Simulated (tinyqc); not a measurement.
Standing waves and exposure in a photoresist film: one step. Round trip and reflectance. Three cases, with inputs chosen for the exercise.

Problem. Form p^2, the denominator and R; the period of the standing wave is lam/(2 n1).

Normal incidence from air. Unexposed resist: N1 = n1 + i k1 with k1 = (A + B) lam/(4 pi), lam in micrometres. r01 = (1 - N1)/(1 + N1), t01 = 2/(1 + N1). Below the resist lie the layer Na = na + i ka and the substrate Ns = ns + i ks: r12 = (r1a + ras x)/(1 + r1a ras x), x = exp(4 pi i Na da/lam), r1a = (N1 - Na)/(N1 + Na), ras = (Na - Ns)/(Na + Ns). With p = exp(2 pi i N1 d/lam), the field at depth z is E(z) = t01 [exp(2 pi i N1 z/lam) + r12 p^2 exp(-2 pi i N1 z/lam)]/(1 + r01 r12 p^2), the relative intensity I(z) = n1 |E(z)|^2 and the reflectance R = |(r01 + r12 p^2)/(1 + r01 r12 p^2)|^2.

Give: p^2; 1 + r01 r12 p^2; R; period.

Case 1.

Values chosen (out of a larger set: a resist on Al, indices near tabulated ones; not measured data): d = 1171 nm (resist thickness); lam = 365 nm (vacuum wavelength).

N1 = 1.6990000+0.0273030i
r01 = -0.259061-0.007495i
r12 = 0.354158-0.699028i

Solution.

p^2 = 0.2710-0.1929i
1 + r01 r12 p^2 = 1.0081+0.0671i
R = 0.1559
period = 107.42 nm

The film holds 10.90 periods.

Case 2.

Values chosen (out of a larger set: a resist on Si, indices near tabulated ones; not measured data): d = 193 nm (resist thickness); lam = 193 nm (vacuum wavelength).

N1 = 1.6720000+0.0102902i
r01 = -0.251508-0.002883i
r12 = -0.289393+0.136917i

Solution.

p^2 = -0.4893+0.7298i
1 + r01 r12 p^2 = 0.9887+0.0699i
R = 0.1252
period = 57.72 nm

The film holds 3.34 periods.

Case 3.

Values chosen (out of a larger set: a resist on Al, indices near tabulated ones; not measured data): d = 241 nm (resist thickness); lam = 193 nm (vacuum wavelength).

N1 = 1.7260000+0.0058362i
r01 = -0.266328-0.001571i
r12 = -0.195210-0.324527i

Solution.

p^2 = -0.3387+0.8473i
1 + r01 r12 p^2 = 0.9091+0.0142i
R = 0.0107
period = 55.91 nm

The film holds 4.31 periods.

Computed by tinyqc, one run a case: `OMP_NUM_THREADS=1 python tinyqc.py N N+1 out.jsonl` with N = 1652515, 1652547, 1652580; one thread of a shared Intel(R) Xeon(R) Processor @ 2.30GHz, about 0.01 s a run at most.
